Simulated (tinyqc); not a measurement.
Comparisons within one model: band offset of a heterojunction with an interface dipole (two-band chains, self-consistent charge). A value that a table varies takes the place of the one given here.

Sites alternate A, C. Left: A at -G1/2, C at +G1/2, hopping -t1; right: A at D - G2/2, C at D + G2/2, hopping -t2; the bonds across the two interfaces of a ring (C left to A right, C right to A left) have -sqrt(t1 t2). D is the offset of the mid-gaps, so Ev(right) - Ev(left) = D - (G2 - G1)/2 and Ec(right) - Ec(left) = D + (G2 - G1)/2. The closing bond has its sign reversed (antiperiodic ring). Half the levels are filled with two electrons each. The charge moved is q = (electrons on the left) less one a site; the mean over the two interfaces, q/2, is taken as the charge that crosses each, and its dipole opposes the offset: D = D0 - u q/2.

From here on the ring has 24 cells a side.

Values chosen for the exercise (gaps near those of GaAs and AlAs; the chains and D0 are free models, so the offsets are not those of the real pair; not measured data): G1 = 1.48 eV (gap on the left); G2 = 2.17 eV (gap on the right); t1 = 1.8 eV (hopping on the left); t2 = 2.11 eV (hopping on the right); u = 8.7 eV (potential step per electron moved across); D0 = -0.82 eV (mid-gap of the right side above that of the left, without dipole).

## Where the moved charge sits

D = -0.36051 eV

Electrons in cell k from an interface at the self-consistent D, less those at D = 0. Interface 1 joins C left to A right, interface 2 C right to A left. The decay lengths 1/(2 kappa a) are those of mid-gap states, cosh(kappa a) = 1 + G^2/(8 t^2).

Change of the electron count:

| k | left of 1 | right of 1 | left of 2 | right of 2 |
|---|---|---|---|---|
| 1 | -0.03198 | 0.03407 | -0.03855 | 0.04081 |
| 2 | -0.00983 | 0.00938 | -0.01189 | 0.01146 |
| 3 | -0.00367 | 0.00297 | -0.00440 | 0.00365 |
| 4 | -0.00144 | 0.00098 | -0.00172 | 0.00120 |
| 5 | -0.00058 | 0.00033 | -0.00069 | 0.00040 |
| 6 | -0.00024 | 0.00011 | -0.00028 | 0.00014 |

decay lengths (cells): left 1.225, right 0.983

How do the results move?

Over six cells interface 1 moves -0.0477 electrons to the left side and +0.0478 to the right, interface 2 -0.0575 and +0.0577: each change is a dipole, and the two differ because the bonds join different sites. The first cells hold 69 % of it at interface 1. The tail is longer on the left, where the gap is smaller against the hopping: from k = 2 to 4 it falls by a factor 6.84, and pure mid-gap decay would give 5.12; the exponential carries a prefactor that falls as a power of the distance, so the first cells drop faster.

## Screening of the starting offset

chi = 0.290163 1/eV

D0 is varied; the self-consistent D is found by bisection. chi = dq/dD at D = 0; the linear rule is D = S D0 with S = 1/(1 + u chi/2). The gap of the junction closes (type III) at |D| = (G1 + G2)/2.

Against D0:

| 2 D0/(G1 + G2) | D0 (eV) | q at D0 | D (eV) | D/D0 | linear (eV) |
|---|---|---|---|---|---|
| -0.85 | -1.551 | -0.5451 | -0.6727 | 0.4337 | -0.6857 |
| -0.55 | -1.004 | -0.3143 | -0.4401 | 0.4385 | -0.4437 |
| -0.30 | -0.547 | -0.1625 | -0.2414 | 0.4410 | -0.2420 |
| -0.15 | -0.274 | -0.0799 | -0.1209 | 0.4418 | -0.1210 |
| 0.10 | 0.182 | 0.0531 | 0.0807 | 0.4419 | 0.0807 |
| 0.25 | 0.456 | 0.1345 | 0.2013 | 0.4413 | 0.2017 |
| 0.50 | 0.912 | 0.2819 | 0.4007 | 0.4391 | 0.4034 |
| 0.80 | 1.460 | 0.5005 | 0.6345 | 0.4346 | 0.6454 |
| 0.95 | 1.734 | 0.6496 | 0.7484 | 0.4317 | 0.7664 |

How do the results move?

D/D0 lies between 0.432 and 0.442, against S = 0.442 from chi at D = 0; the linear rule misses by at most 18 meV. q is odd in D. About half of the starting offset survives.

## Wider gaps screen less

G2 is varied. chi = (q(+0.01) - q(-0.01))/0.02 at D = 0, S = 1/(1 + u chi/2).

Against G2:

| G2 (eV) | chi (1/eV) | S |
|---|---|---|
| 0.7 | 0.49614 | 0.3166 |
| 1.1 | 0.41569 | 0.3561 |
| 1.5 | 0.35850 | 0.3907 |
| 2.3 | 0.27949 | 0.4513 |
| 3.4 | 0.20936 | 0.5234 |
| 5.5 | 0.13033 | 0.6382 |
| 7.0 | 0.09610 | 0.7052 |
| 9.0 | 0.06600 | 0.7769 |

What can be read from the table?

chi falls from 0.4961 to 0.0660 1/eV, a factor 7.5, and S rises from 0.317 to 0.777: charge crosses through the tails of states that tunnel into the other gap, and these shorten as the gap widens. u is kept fixed, though a wider gap also screens less and would raise it.

## What each parameter does

Self-consistent D by bisection, q there, and the two offsets. Each row changes one parameter from the base and keeps the others.

Results:

| case | D (eV) | q | valence offset (eV) | conduction offset (eV) |
|---|---|---|---|---|
| base | -0.3605 | -0.1056 | -0.7055 | -0.0155 |
| G1 = 1.702 eV | -0.3736 | -0.1026 | -0.6076 | -0.1396 |
| G2 = 2.495 eV | -0.3792 | -0.1013 | -0.8867 | 0.1283 |
| t1 = 2.07 eV | -0.3596 | -0.1058 | -0.7046 | -0.0146 |
| t2 = 2.426 eV | -0.3601 | -0.1057 | -0.7051 | -0.0151 |
| D0 = -0.943 eV | -0.4139 | -0.1216 | -0.7589 | -0.0689 |
| u = 10.005 eV | -0.3328 | -0.0974 | -0.6778 | 0.0122 |

How do the results move?

The largest shifts from the base row, up to three for each result and ties (the steps differ in size, so this ranks the rows, not the parameters). D (eV): D0 -0.0534, u +0.0277, G2 -0.0187. q: D0 -0.0160, u +0.0082, G2 +0.0043. valence offset (eV): G2 -0.1812, G1 +0.0979, D0 -0.0534. conduction offset (eV): G2 +0.1438, G1 -0.1241, D0 -0.0534.

Computed by tinyqc, a small Python program: `OMP_NUM_THREADS=1 python tinyqc.py 1480697 1480698 out.jsonl` (the numbers bound the seed that draws the inputs); one thread of a shared host (Intel(R) Xeon(R) Processor @ 2.30GHz), about 0.4 s for the whole set of steps.
